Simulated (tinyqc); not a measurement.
Classical Heisenberg spin chain: exact results, Metropolis, heat-bath and over-relaxation steps, and a Monte Carlo run: one step, computed by the program tinyqc.

E = -J sum_i s_i . s_(i+1) for unit vectors s_i on an open chain; K = J/(k_B T).

Task: Four single-spin steps. The given spins are first normalised. Spins 2 and 3 are updated in turn, with h = K (sum of the two neighbours). Heat bath: cos(theta) = 1 + ln(1 - r1 (1 - exp(-2 |h|)))/|h| about n = h/|h|, azimuth 2 pi r2 = phi in the frame a = n x z/|n x z|, b = n x a: s = n cos(theta) + sin(theta)(a cos(phi) + b sin(phi)); r1, r2 are the first two numbers of the row. Steps 2 and 4 are reflections, s -> 2 (s . h) h/|h|^2 - s, which keep the energy and use no random number.

Inputs (values chosen for the exercise, for a model chain of large moments): temperature T = 464 K.

Update: heat bath with over-relaxation.

four neighbouring spins (rows; components x, y, z):
```
         1        2        3
1  -0.5171   0.1048  -0.8495
2  -0.7693  -0.5663   0.2958
3  -0.8276  -0.4327  -0.3575
4  -0.7370  -0.2520  -0.6271
```

random numbers, one row a step:
```
        1       2       3
1  0.9031  0.9100  0.2102
2  0.5770  0.2139  0.8975
3  0.8058  0.1569  0.8307
4  0.2708  0.9834  0.5155
```

K = -0.4501753

Give: the table «Steps» with the columns |h|, h . s before, h . s after, move, x, y, z.

Result:

Steps:

| spin | \|h\| | h . s before | h . s after | move | x | y | z |
|---|---|---|---|---|---|---|---|
| 2 | 0.8267 | -0.3886 | -0.4836 | heat bath | -0.5436 | -0.8374 | -0.0569 |
| 3 | 0.8171 | -0.7994 | -0.7994 | reflection | -0.5528 | -0.7417 | -0.3798 |
| 2 | 0.7877 | -0.5334 | -0.2313 | heat bath | 0.5715 | -0.2740 | -0.7735 |
| 3 | 0.6776 | -0.4563 | -0.4563 | reflection | 0.4047 | 0.2710 | -0.8733 |
